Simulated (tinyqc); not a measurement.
# Voltage drop against the pad pitch

A grid of 25 by 25 nodes with segments Rx (rows) and Ry (columns); every node draws I1 and the central node kh I1; pads with resistance Rp sit at the nodes whose row and column are multiples of the pitch, counting from 0. The drops u = Vdd - V follow from G u = i, with G the conductance matrix and i the load currents, solved directly.

Values chosen for this exercise:
```
symbol  value  unit                                   meaning
Vdd       0.9     V                            supply voltage
Rx       0.73   ohm        resistance of a horizontal segment
Ry       0.36   ohm          resistance of a vertical segment
Rp       0.24   ohm  resistance from a pad node to the supply
kh          1              factor on the load at the hot node
I1        2.2    mA  load current of a node in the large grid
```

Results:
columns A: pitch (nodes); B: pads; C: worst drop (mV); D: mean drop (mV); E: largest drop at a pad (mV); F: largest pad current (mA); G: worst drop over Vdd (%)
```
A     B        C        D        E       F         G
1   625  0.52800  0.52800  0.52800  2.2000  0.058667
2   169   3.3087   2.6705   2.1108  8.7948   0.36763
4    49   14.221   11.526   8.2206  34.252    1.5801
6    25   31.783   26.124   17.309  72.120    3.5315
8    16   55.668   45.805   27.585  114.94    6.1853
12    9   111.14   98.224   55.059  229.41    12.348
24    4   381.10   336.73   82.500  343.75    42.345
```

Estimate the missing row, pitch = 3 nodes.

Computed row:
columns A: pitch (nodes); B: pads; C: worst drop (mV); D: mean drop (mV); E: largest drop at a pad (mV); F: largest pad current (mA); G: worst drop over Vdd (%)
```
A   B       C       D       E       F        G
3  81  7.6165  6.3424  4.7152  19.647  0.84627
```

With this row back in the table: The worst drop goes from 0.528 to 381 mV while the number of pads falls from 625 to 4; between the last two rows it goes as pitch^(1.78). The largest drop at a pad is 100 % of the worst drop in the first row and 21.6 % in the last; the rest falls along the wires. For pitch = 24 the drop exceeds 15 % of the supply, where loads no longer draw a fixed current.

Numbers from tinyqc (`OMP_NUM_THREADS=1 python tinyqc.py 2770112 2770113 out.jsonl`; about 0.2 s on one thread of a shared Intel Xeon 2.30GHz).
